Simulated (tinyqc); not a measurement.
SiGe-base heterojunction bipolar transistor, Gummel numbers and transit times: one step of the calculation.

One-dimensional n-p-n transistor in the forward active mode at low injection. In the base p(x) = NB exp(-eta x/wb) and ni(x)^2 = ni^2 exp((g0 + g1 x/wb)/Vt); electrons leave the base at vsat; band spikes at the emitter junction and recombination inside the emitter are ignored.

Problem. Base Gummel number and transit time. f(x) = p(x) ni^2/ni(x)^2; I(x) = integral from x to wb of f/Dn, plus f(wb)/vsat; base Gummel number GB = I(0); electron density per unit flux n/(J/q) = I/f; base transit time tauB = integral of I/f over the base. Trapezoid rule on 11 equal steps.

Values chosen for this exercise; band and dielectric values close to those of silicon:
- T = 350 K (temperature)
- vsat = 1.01e7 cm/s (saturation velocity)
- wb = 46 nm (neutral base width)
- NB = 2.9e19 cm^-3 (base doping at the emitter edge)
- eta = 0 (doping falls as exp(-eta x/wb))
- g0 = 0.085 eV (gap reduction at the emitter edge of the base)
- g1 = 0.08 eV (further gap reduction across the base (linear))
- Dn = 6.4 cm^2/s (electron diffusion coefficient in the base)

Constants: q = 1.602176634e-19 C, kB = 1.380649e-23 J/K, Vt = kB T/q. Results are converted to the units shown.

Find: x; f; I; I/f; GB; tauB.

Solution.

x, point 0 to 11 (nm): [0.00, 4.18, 8.36, 12.55, 16.73, 20.91, 25.09, 29.27, 33.45, 37.64, 41.82, 46.00]
f, point 0 to 11 (cm^-3): [1.732e18, 1.361e18, 1.069e18, 8.400e17, 6.600e17, 5.186e17, 4.075e17, 3.202e17, 2.516e17, 1.977e17, 1.553e17, 1.220e17]
I, point 0 to 11 (s/cm^4): [4.503e11, 3.493e11, 2.699e11, 2.076e11, 1.586e11, 1.201e11, 8.981e10, 6.603e10, 4.735e10, 3.268e10, 2.114e10, 1.208e10]
I/f, point 0 to 11 (s/cm): [2.601e-7, 2.567e-7, 2.525e-7, 2.471e-7, 2.402e-7, 2.315e-7, 2.204e-7, 2.062e-7, 1.882e-7, 1.653e-7, 1.361e-7, 9.901e-8]
GB = 4.503e11 s/cm^4
tauB = 0.9718 ps

Range of the model: Heavy doping makes emitter or base degenerate; gE and g0 are to be read as apparent gap changes that include this.

Program tinyqc, `OMP_NUM_THREADS=1 python tinyqc.py 2320040 2320041 out.jsonl`; Intel Xeon 2.30GHz, shared host, one thread, about 0.01 s.
